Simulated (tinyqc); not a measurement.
Schottky barrier on an n-type semiconductor with a doping step, non-linear Poisson equation by Newton steps: one step of the calculation.

One dimension, metal at x = 0, donor density C(x) = N1 for x < x1 and Nd beyond. Energies are counted from the electron Fermi level of the semiconductor and the conduction-band edge is Ec = -psi, so n = Nc exp(psi/Vt); holes follow the Fermi level of the metal, at -V, so p = Nv exp((V - psi - Eg)/Vt). Ends: psi(0) = V - phiB and psi = Vt ln(Nd/Nc) deep inside. Boltzmann statistics, full ionisation, no current, no image force in the Poisson equation.

Question. Newton step. Solve the tridiagonal system a_(i-1) d_(i-1) + b_i d_i + a_i d_(i+1) = -F_i for nodes 1 to 13, with d = 0 on fixed nodes. If the largest |d| exceeds 4 Vt, the whole step is scaled down so that it equals 4 Vt.

Inputs (values chosen for the exercise): temperature T = 300 K.

Constants: q = 1.602176634e-19 C, kB = 1.380649e-23 J/K, Vt = kB T/q. Results are converted to the units shown.

coupling a_i, interval 0 to 13 (F/cm^2): [2.0057446e-7, 1.7869361e-7, 1.5600236e-7, 1.3842463e-7, 1.2285186e-7, 1.0800163e-7, 9.6354397e-8, 8.4725418e-8, 7.4455670e-8, 6.6406409e-8, 5.6810107e-8, 5.4600825e-8, 4.4673402e-8, 4.0950619e-8]
diagonal b, node 1 to 13 (F/cm^2): [-3.7926807e-7, -3.3469597e-7, -2.9442698e-7, -2.6127663e-7, -2.3089106e-7, -2.1066305e-7, -3.3456307e-7, -4.5434844e-7, -5.0780210e-7, -5.5007198e-7, -5.8167618e-7, -6.3224966e-7, -6.9855569e-7]
residual F, node 1 to 13 (C/cm^2): [-1.6548174e-9, -1.8775812e-9, -2.1321701e-9, -2.4034189e-9, -2.8415069e-9, -6.1414201e-9, -2.9560269e-9, -5.2465735e-11, -1.3246428e-12, -2.2627414e-14, -2.4133382e-16, -2.0581266e-18, ~0]
psi after iteration 1, node 0 to 14 (V): [-1.1300000, -1.0000260, -0.8644231, -0.7224648, -0.5795893, -0.4403325, -0.3110192, -0.2316504, -0.2180776, -0.2155882, -0.2152109, -0.2151637, -0.2151590, -0.2151586, -0.2151586]

Wanted: Newton step d, before damping; psi after iteration 2.

Answer.

Newton step d, before damping, node 1 to 13 (V): [-0.04366, -0.08341, -0.11690, -0.13924, -0.14485, -0.12498, -0.04714, -0.00913, -0.00136, -0.00017, -0.00002, 0.00000, 0.00000]
psi after iteration 2, node 0 to 14 (V): [-1.1300, -1.0312, -0.9240, -0.8059, -0.6790, -0.5437, -0.4002, -0.2653, -0.2246, -0.2166, -0.2153, -0.2152, -0.2152, -0.2152, -0.2152]

Numbers from tinyqc (`OMP_NUM_THREADS=1 python tinyqc.py 2020002 2020003 out.jsonl`; about 0.09 s on one thread of a shared Intel Xeon 2.30GHz).

~0 in a residual or rate marks an entry under 1e-11 of the largest of its column.
